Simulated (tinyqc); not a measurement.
Trap-assisted generation and recombination current of an abrupt junction: one step, computed by the program tinyqc.

Depletion approximation, flat quasi-Fermi levels across the depleted layer, long neutral regions with minority lifetimes tau_n and tau_p, full ionisation and Boltzmann statistics. Voltages in exponents stand for e V.

Task: Built-in voltage and diffusion current. N_c = 2 M_c (2 pi m_e k_B T/h^2)^(3/2) and N_v = 2 (2 pi m_h k_B T/h^2)^(3/2), masses in units of m_0. n_i = sqrt(N_c N_v) exp(-E_g/2 k_B T); V_bi = (k_B T/e) ln(N_A N_D/n_i^2); diffusion saturation current J_d0 = e n_i^2 [sqrt(D_n/tau_n)/N_A + sqrt(D_p/tau_p)/N_D].

Inputs (values chosen for the exercise, for a model semiconductor):
```
quantity                              value    unit
gap E_g                               0.745      eV
electron mass m_e                       0.2     m_0
valleys M_c                               4       -
hole mass m_h                         0.393     m_0
acceptor density N_A                  3e+17   cm^-3
donor density N_D                     2e+17   cm^-3
capture time tau_n                  7.9e-05       s
capture time tau_p                  6.5e-05       s
electron diffusion coefficient D_n       86  cm^2/s
hole diffusion coefficient D_p          5.1  cm^2/s
temperature T                           300       K
```

Field enhancement: Hurkx tunnelling factor.

Constants: k_B = 8.617333262e-05 eV/K; m_0 = 9.1093837015e-31 kg; k_B = 1.380649e-23 J/K; h = 6.62607015e-34 J s; e = 1.602176634e-19 C.

Give: k_B T; n_i; V_bi; J_d0.

Result:

k_B T = 0.02585 eV

n_i = 4.116e+12 cm^-3

V_bi = 0.5684 V

J_d0 = 1.324e-08 A/cm^2
